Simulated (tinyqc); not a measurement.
# Changing the mean dose E

Model: chemically amplified photoresist: aerial image, acid generation, bake, development and line width. Computed by tinyqc, a small Python program. Command: `OMP_NUM_THREADS=1 python tinyqc.py 3008746 3008747 out.jsonl resist sweep`. One thread of a shared host (Intel(R) Xeon(R) Processor @ 2.30GHz), about 0.03 s of CPU time with the checks.

Lines and spaces of pitch p with a two-beam-like image; x = 0 is the middle of the bright space. The resist is positive and treated as uniform in depth.

Inputs (values chosen for the exercise, for a model resist at 193 nm): pitch p = 160 nm; image contrast c = 0.79; Dill parameter C = 0.036 cm^2/mJ; quencher load q, relative to the acid generator = 0.096; acid diffusivity D = 0.6 nm^2/s; bake time t = 60 s; amplification rate k_amp = 0.041 1/s; threshold protection m_th = 0.49; development selectivity n = 8; largest rate r_max = 310 nm/s; smallest rate r_min = 0.027 nm/s; resist thickness d = 140 nm; development time t_d = 60 s; photon energy = 6.42 eV; absorption coefficient alpha = 0.8 1/um.

Method:
- Dose E(x) = E [1 + c cos(2 pi x/p)]; acid h = 1 - exp(-C E(x)).
- Bake: the acid image is blurred by a Gaussian of variance sigma^2 = 2 D t (each Fourier term k of h, taken on 64 points, is multiplied by exp(-4 pi^2 k^2 D t/p^2)).
- Cosine coefficients: h(x) = sum_k h_k cos(2 pi k x/p).
- The quencher then removes q, h_eff = max(h_blurred - q, 0); protection m = exp(-k_amp t h_eff).
- Mack rate r = r_max (a + 1)(1 - m)^n/(a + (1 - m)^n) + r_min, a = ((n + 1)/(n - 1))(1 - m_th)^n.
- Edge: vertical development clears the film where r t_d >= d; the space width is twice the x where r = d/t_d.
- Dose sensitivity = d ln(width)/d ln E from widths at 1.005 E and E/1.005; image log-slope at the edge = |d ln E/dx|, normalised by the width (NILS); latitude for 10 % of width = 10 %/sensitivity.
- The edge lies at x = width/2.
- Absorbed photons per volume N = E(edge) alpha/(photon energy), 1 mJ/cm^2 = 62.41509 eV/nm^2, alpha in 1/nm; a Gaussian blur averages over a volume V = (2 sqrt(pi) sigma)^3; relative noise 1/sqrt(N V); edge noise sigma_x = (dh/d ln E) noise/|dh/dx|, with both derivatives of the blurred acid at the edge.

One run for each value:
```
mean dose E (mJ/cm^2)  space width (nm)  dose sensitivity  edge noise from photons (nm)   NILS
4.32                              17.74             19.16                         4.205  0.108
4.95                              43.73              3.02                         1.658  0.677
5.58                              57.27              1.72                         1.237  1.195
6.21                              66.89              1.23                         1.039  1.671
6.83                              74.27              0.98                         0.922  2.103
7.46                              80.43              0.83                         0.841  2.512
8.09                              85.63              0.72                         0.782  2.892
8.72                              90.13              0.65                         0.738  3.248
9.35                              94.09              0.59                         0.704  3.581
9.98                              97.63              0.54                         0.676  3.892
```

Over the rows, space width (nm) rises from 17.7 to 97.6 (exponent d ln y / d ln x 6.6 between the first rows and 0.57 between the last); dose sensitivity falls from 19.2 to 0.545 (exponent d ln y / d ln x -14 between the first rows and -1.2 between the last); edge noise from photons (nm) falls from 4.21 to 0.676 (exponent d ln y / d ln x -6.8 between the first rows and -0.61 between the last). More dose moves the clearing threshold out along the image, so the space widens.

Caution (all rows): lateral development, standing waves and the joint diffusion of acid and quencher are left out, so widths are indicative. Caution (all rows): the noise counts photons alone (acid and quencher statistics add to it) and takes the film as thicker than the blur; a thinner film averages in two dimensions only.
